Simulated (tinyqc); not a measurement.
Current of a Schottky diode by thermionic-emission-diffusion theory, and its read-back from I-V-T and C-V data: one step, computed by the program tinyqc. Command: `OMP_NUM_THREADS=1 python tinyqc.py 3013221 3013222 out.jsonl schottky walk`. One thread of a shared host (Intel(R) Xeon(R) Processor @ 2.30GHz), about 0.01 s of CPU time with the checks.

Full ionisation, no tunnelling, no recombination current. V is the voltage across the junction itself, forward positive.

Problem. Current. N_c(T) = N_c (T/300 K)^(3/2); V_bi = phi_0 - (k_B T/e) ln(N_c(T)/N); surface field F = sqrt(2 e N (V_bi - V - k_B T/e)/(eps eps_0)); image lowering d_phi = sqrt(e F/(4 pi eps eps_0)); effective barrier phi = phi_0 - d_phi - sigma^2 (1 - rho V)/(2 k_B T). Collection velocity v_R = A* T^2/(e N_c(T)); diffusion velocity v_D = mu F; J = e N_c(T) v_R/(1 + v_R/v_D) exp(-phi/k_B T) [exp(e V/k_B T) - 1]. Terminal voltage V + J R_s.

Inputs (values chosen for the exercise, modelled on n-type amorphous oxide):
```
quantity                                     value           unit
Richardson constant A*                        40.5   A/(cm^2 K^2)
effective density of states at 300 K, N_c  5.2e+18         1/cm^3
permittivity eps                                10              -
mobility mu                                    8.2     cm^2/(V s)
barrier without image force phi_0 (mean)     0.768             eV
doping N                                   1.8e+16         1/cm^3
series resistance R_s                         0.15  milliohm cm^2
junction voltage V                            0.41              V
temperature T                                  300              K
standard deviation sigma                        56            meV
relative change of sigma^2 with bias, rho     0.58            1/V
```

Barrier: Gaussian spread of heights.

Constants: k_B = 8.617333262e-05 eV/K; e = 1.602176634e-19 C; eps_0 = 8.8541878128e-12 F/m.

Give: v_R; v_D; current density J; terminal voltage.

Solution.

v_R = 4.375e+06 cm/s

v_D = 2.852e+05 cm/s

current density J = 3.068 A/cm^2

terminal voltage = 0.4105 V

v_D/v_R = 0.0652: drift and diffusion through the depletion layer limit the current.
